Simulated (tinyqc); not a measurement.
The solidus: solid solubility of a dopant against its melt (retrograde solidus), clustering and the electrically active fraction. Computed by tinyqc, a small Python program. Command: `OMP_NUM_THREADS=1 python tinyqc.py 3008879 3008880 out.jsonl retro walk`. One thread of a shared host (Intel(R) Xeon(R) Processor @ 2.30GHz), about 0.01 s of CPU time with the checks.

Inputs (values chosen for the exercise, of the order of those of gallium in silicon for the solubility):

| quantity | value | unit |
|---|---|---|
| melting point of the host T_m | 1687 | K |
| heat of melting of the host H_f | 50.2 | kJ/mol |
| interaction L of the melt | 3 | kJ/mol |
| enthalpy of transfer from melt to solid H | 0.682 | eV |
| entropy of transfer S | -0.35 | k_B |
| site density N0 | 5e+22 | 1/cm^3 |

Constants: R = 8.314462618 J/(mol K); k_B = 8.617333262e-05 eV/K; e = 1.602176634e-19 C; N_A = 6.02214076e+23 1/mol.

Method. x_l and x_s are atom fractions of the dopant in melt and solid; the solid is dilute. Liquidus of the host: R T ln(1 - x_l) + L x_l^2 = -H_f (1 - T/T_m). Distribution: k = x_s/x_l = exp[L (1 - x_l)^2/(R T)] exp(S/k_B - H/(k_B T)), the first factor being the activity coefficient in the melt. Solubility = x_s N0; at T_m x_l = 0. The largest x_s N0 between 900 K and T_m. For an ideal melt with constant heats the maximum has x_l = H_f/(H + H_f), H in the same units.

largest solubility = 7.64646e+19 1/cm^3

temperature of the maximum = 1469.08 K

Against temperature:

| T (K) | x_l | k | solubility (1/cm^3) | over the maximum |
|---|---|---|---|---|
| 1000 | 0.93771 | 0.0002579 | 1.2092e+19 | 0.15815 |
| 1100 | 0.88548 | 0.0005311 | 2.3515e+19 | 0.30753 |
| 1200 | 0.80768 | 0.0009740 | 3.9334e+19 | 0.51440 |
| 1300 | 0.69913 | 0.0016405 | 5.7345e+19 | 0.74995 |
| 1400 | 0.55672 | 0.0025996 | 7.2362e+19 | 0.94634 |
| 1500 | 0.38201 | 0.0039489 | 7.5425e+19 | 0.98641 |
| 1580 | 0.22419 | 0.0053987 | 6.0517e+19 | 0.79144 |
| 1640 | 0.09944 | 0.0067558 | 3.3591e+19 | 0.43930 |
| 1675 | 0.02545 | 0.0076706 | 9.7610e+18 | 0.12765 |

Between the first rows the Arrhenius energy of the solubility is 0.63 eV, against H = 0.682 eV; it shrinks to zero at 1469 K and turns negative beyond. A crystal saturated at the maximum precipitates dopant-rich liquid on cooling and on heating alike. Below a eutectic or compound temperature another phase would set the limit.

Extremes, crossings and ranges named in words are read from the listed rows.
